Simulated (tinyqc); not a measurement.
# MOS inversion layer, Poisson-Schroedinger loop: two studies

Electrons confined at an insulator interface at z = 0, treated as a hard wall; parabolic valleys, Hartree approximation, no image or exchange terms. The depletion charge lies far deeper than the electrons and gives a uniform field q Nd/(eps0 eps_r); the gate balances all charge. Energies are counted from the band edge at the interface.

Inputs (values chosen for the exercise); masses and permittivity close to those of silicon (100): temperature T = 300 K; relative permittivity eps_r = 11.8; mass along z of valley set A (2 valley(s)) mz1 = 0.909 m0; in-plane density-of-states mass of set A md1 = 0.192 m0; mass along z of valley set B (4 valley(s)) mz2 = 0.193 m0; in-plane density-of-states mass of set B md2 = 0.42 m0; sheet density of electrons Ns = 6.1e11 cm^-2; sheet density of depletion charge Nd = 3e12 cm^-2; extra shift of set B (strain) dE = 0.08 eV.

Constants: q = 1.602176634e-19 C, kB = 1.380649e-23 J/K, hbar = 1.054571817e-34 J s, m0 = 9.1093837015e-31 kg, Vt = kB T/q, eps0 = 8.8541878128e-14 F/cm where lengths are in cm, hbar^2/(2 m0) = 0.0380998212 eV nm^2. Results are converted to the units shown.

Each table varies one quantity; the others keep the values above.

## Effect of the sheet density of depletion charge

Schroedinger equation -(C/mz) psi'' + (V0 + U + dE for set B) psi = E psi, C = hbar^2/(2 m0), psi(0) = 0, on a uniform mesh of 800 nodes with a far wall at 96 nm, 8 levels a set; V0 = q Nd z/(eps0 eps_r); dU/dz = q (Ns - integral of n from 0 to z)/(eps0 eps_r), U(0) = 0; N_k = g md m0 q Vt/(pi hbar^2) ln(1 + exp((EF - E_k)/Vt)), g the number of valleys of the set, sum N_k = Ns. Triangular well: E_k = a_k (C F^2/mz)^(1/3), a_1 = 2.338107, a_2 = 4.087949, C = hbar^2/(2 m0), F in eV/nm. Fang-Howard (all electrons in the lowest level of set A): b^3 = 6 (mz1/C) q (Nd + 11 Ns/32)/(eps0 eps_r), centroid 3/b, level C b^2/(4 mz1) + (3/b) q (Nd + 11 Ns/16)/(eps0 eps_r). The centroid adds 3.9 z_av/eps_r to an oxide-equivalent thickness.

Results:
columns A: Nd (cm^-2); B: A1 (meV); C: B1 (meV); D: EF (meV); E: share of A1 (%); F: share of set A (%); G: centroid z_av (nm); H: added oxide equivalent (nm); I: Fang-Howard centroid (nm)
```
A          B    C      D     E     F     G      H     I
1e11    36.8  136  -35.2  40.7  92.6  6.96   2.30  3.41
1.7e11  39.2  140  -30.4  44.5  93.2  5.94   1.96  3.19
3.1e11  44.0  148  -21.7  51.5  94.0  4.68   1.55  2.87
5.3e11  51.1  160  -10.3  60.5  94.9  3.61   1.19  2.55
9.4e11  63.5  181   7.02  72.5  96.0  2.67  0.882  2.20
2.9e12   112  264   63.0  93.4  98.7  1.57  0.518  1.58
5e12     155  336    107  98.1  99.6  1.27  0.420  1.33
```

Estimate the missing row, Nd = 1.6e12 cm^-2.

Computed row:
columns A: Nd (cm^-2); B: A1 (meV); C: B1 (meV); D: EF (meV); E: share of A1 (%); F: share of set A (%); G: centroid z_av (nm); H: added oxide equivalent (nm); I: Fang-Howard centroid (nm)
```
A          B    C     D     E     F     G      H     I
1.6e12  81.5  211  29.0  83.7  97.3  2.04  0.675  1.89
```

With this row back in the table: As Nd goes from 1e11 to 5e12, A1 rises from 36.8 to 155 meV, the share of A1 rises from 40.7 to 98.1 % and the centroid falls from 6.96 to 1.27 nm. A1 goes as Nd^(0.59) between the last two rows (a triangular well in the field of that charge alone gives 2/3). The Fang-Howard centroid is 51 % below the full one in the first row, where A1 holds 40.7 %, and 4.7 % above it in the last, where A1 holds 98.1 %. For Nd = 1e11, 1.7e11, 3.1e11 the eighth level of a set still holds over 0.4 % of the electrons, so more levels and a farther wall would raise the centroid.

## Effect of the extra shift of set B (strain)

Schroedinger equation -(C/mz) psi'' + (V0 + U + dE for set B) psi = E psi, C = hbar^2/(2 m0), psi(0) = 0, on a uniform mesh of 800 nodes with a far wall at 19 nm, 8 levels a set; V0 = q Nd z/(eps0 eps_r); dU/dz = q (Ns - integral of n from 0 to z)/(eps0 eps_r), U(0) = 0; N_k = g md m0 q Vt/(pi hbar^2) ln(1 + exp((EF - E_k)/Vt)), g the number of valleys of the set, sum N_k = Ns.

The same in every row: Fang-Howard centroid (nm) = 1.56.

Results:
```
dE (eV)  A1 (meV)  B1 (meV)  EF (meV)  share of A1 (%)  share of set A (%)  centroid z_av (nm)  added oxide equivalent (nm)
-0.05         116       140      40.7             35.9                37.6                2.13                        0.703
-0.02         115       169      54.6             61.6                64.7                1.87                        0.618
0.01          115       198      61.5             80.8                84.9                1.68                        0.555
0.07          115       258      65.2             93.3                98.2                1.55                        0.513
0.1           115       288      65.5             94.4                99.4                1.54                        0.509
0.13          115       318      65.6             94.8                99.8                1.54                        0.508
0.16          115       348      65.7             94.9                99.9                1.54                        0.508
```

Estimate the missing row, dE = 0.04 eV.

Computed row:
```
dE (eV)  A1 (meV)  B1 (meV)  EF (meV)  share of A1 (%)  share of set A (%)  centroid z_av (nm)  added oxide equivalent (nm)
0.04          115       228      64.3             89.9                94.6                1.59                        0.524
```

With this row back in the table: As dE goes from -0.05 to 0.16, A1 falls from 116 to 115 meV, the share of A1 rises from 35.9 to 94.9 % and the centroid falls from 2.13 to 1.54 nm. The Fang-Howard centroid is 26 % below the full one in the first row, where A1 holds 35.9 %, and 1.9 % above it in the last, where A1 holds 94.9 %.

tinyqc, about 0.8 s, one thread, Intel Xeon 2.30GHz (shared host): `OMP_NUM_THREADS=1 python tinyqc.py 2160134 2160135 out.jsonl`
